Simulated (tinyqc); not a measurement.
Electron continuity equation in a given potential, Scharfetter-Gummel discretisation: three discretisations compared.

Steady state in one dimension: J = q mu n E + q D dn/dx with E = -dpsi/dx and D = mu Vt, dJ/dx = 0, fixed densities nL and nR at the ends. The potential is given, psi = U (x/L)^2, and is not changed by the electrons.

12 equal intervals. Fluxes J_i = (q D/h)(n_(i+1) P_i - n_i Q_i), d_i = (psi_(i+1) - psi_i)/Vt: Scharfetter-Gummel P = B(d), Q = B(-d), B(d) = d/(exp(d) - 1); central P = 1 - d/2, Q = 1 + d/2; upwind P = 1 + max(-d, 0), Q = 1 + max(d, 0). Balance at each inner node: J_i - J_(i-1) = 0. The reference is Scharfetter-Gummel on 2400 intervals.

Inputs (values chosen for the exercise); mobility close to that of cadmium telluride at room temperature:

| symbol | value | unit | meaning |
|---|---|---|---|
| T | 300 | K | temperature |
| mu | 1020 | cm^2/(V s) | electron mobility |
| L | 0.23 | um | length of the region |
| nL | 6.9e14 | cm^-3 | density at x = 0 |
| nR | 9.4e15 | cm^-3 | density at x = L |
| U | 0.31 | V | potential difference psi(L) - psi(0) |

Constants: q = 1.602176634e-19 C, kB = 1.380649e-23 J/K, Vt = kB T/q. Results are converted to the units shown.

Densities (cm^-3):
```
node  Scharfetter-Gummel    central     upwind  reference
0              6.9000e14  6.9000e14  6.9000e14  6.9000e14
1              5.1237e14  5.1307e14  5.0934e14  5.1236e14
2              3.9901e14  4.0010e14  3.9846e14  3.9899e14
3              3.2253e14  3.2378e14  3.2625e14  3.2251e14
4              2.6853e14  2.6973e14  2.7830e14  2.6849e14
5              2.2901e14  2.2995e14  2.4876e14  2.2896e14
6              1.9951e14  1.9972e14  2.3851e14  1.9946e14
7              1.7821e14  1.7614e14  2.5858e14  1.7815e14
8              1.6788e14  1.5746e14  3.4346e14  1.6782e14
9              1.8964e14  1.4338e14  5.9155e14  1.8956e14
10             3.6616e14  1.4253e14  1.2894e15  3.6608e14
11             1.4860e15  3.1936e14  3.3061e15  1.4860e15
12             9.4000e15  9.4000e15  9.4000e15  9.4000e15
```

Largest errors as a share of the largest reference density listed: Scharfetter-Gummel 8.5e-4 %, central 12 %, upwind 19 %. The largest |d| is 1.92. Upwinding stays positive but acts as if D were larger by the factor 1 + |d|/2, up to 1.96 here.

Range of the model: The drift velocity mu E exceeds 1e7 cm/s somewhere, where real mobilities no longer stay constant.

Computed by the program tinyqc: `OMP_NUM_THREADS=1 python tinyqc.py 2220065 2220066 out.jsonl`, one thread of a shared Intel Xeon 2.30GHz, about 0.01 s for the whole run.
